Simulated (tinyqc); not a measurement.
## Double-gate transistor below threshold, two-dimensional Poisson equation on a small mesh: effect of the relative permittivity of the insulator

Half of a symmetric double-gate structure: row 0 is the mid-plane of the body, where the normal field vanishes. Mobile charge is neglected (subthreshold), the body is fully depleted, and potentials are counted from the intrinsic level; rows run upward to the gate, columns from source to drain.

Mesh: rows i = 0..12 in the semiconductor (step hs = tb/12, row 12 on the interface), then 8 step(s) ho = tox/8 up to the gate row 20; columns j = 0..80 (step hy = L/80). Box integration, divided by eps0: up_i = eps hy/h of the interval above row i, dn_i = that of the interval below (0 for row 0), lat_i = (sum of eps h/2 over the intervals above and below)/hy, s_i = -q Na w_i hy/eps0 with w_i the semiconductor height of the box (hs/2 for row 0 and the interface row, hs between, 0 in the insulator). Each free node obeys (up + dn + 2 lat) psi = up psi(above) + dn psi(below) + lat [psi(left) + psi(right)] + s. Fixed values: gate row Vg - Vfb; column 0 at Vbi and the last column at Vbi + Vd in the semiconductor, each running linearly to Vg - Vfb across the insulator. The system is solved directly. On row 0 the minimum of psi and its place come from a parabola through the three lowest nodes; barrier = Vbi - minimum, swing = Vt ln 10/(d psi/dVg), DIBL = (d psi/dVd)/(d psi/dVg) there. Lambda = pi/k with k the smallest positive root of tan(k tox) tan(k tb) = eox/eps_r.

Values chosen for this exercise; semiconductor permittivity close to that of silicon: temperature T = 300 K; relative permittivity of the semiconductor eps_r = 11.7; half the body thickness tb = 5 nm; insulator thickness tox = 1.6 nm; channel length L = 26 nm; acceptor density of the depleted body Na = 0 cm^-3; potential of the source Vbi = 0.52 V; gate offset Vfb = 0.07 V; gate voltage Vg = 0 V; drain voltage Vd = 0.5 V.

Constants: q = 1.602176634e-19 C, kB = 1.380649e-23 J/K, Vt = kB T/q, eps0 = 8.8541878128e-14 F/cm where lengths are in cm. Results are converted to the units shown.

Effect of the relative permittivity of the insulator:
```
eox	L/Lambda	barrier (V)	place y/L	swing (mV/decade)	DIBL (mV/V)
3.9	1.432	0.4016	0.4299	79.08	113.0
5.9	1.643	0.4490	0.4396	73.00	78.65
8.8	1.840	0.4824	0.4464	69.28	57.18
13	2.014	0.5052	0.4511	66.95	43.62
20	2.176	0.5221	0.4548	65.33	34.13
30	2.296	0.5324	0.4572	64.37	28.52
```

What does the comparison show?

As eox goes from 3.9 to 30, the barrier rises from 0.402 to 0.532 V, the swing falls from 79.1 to 64.4 mV a decade and DIBL falls from 113 to 28.5 mV/V; the ideal swing is 59.5. L/Lambda goes from 1.4 to 2.3.

Program tinyqc, `OMP_NUM_THREADS=1 python tinyqc.py 2480021 2480022 out.jsonl`; Intel Xeon 2.30GHz, shared host, one thread, about 0.1 s.
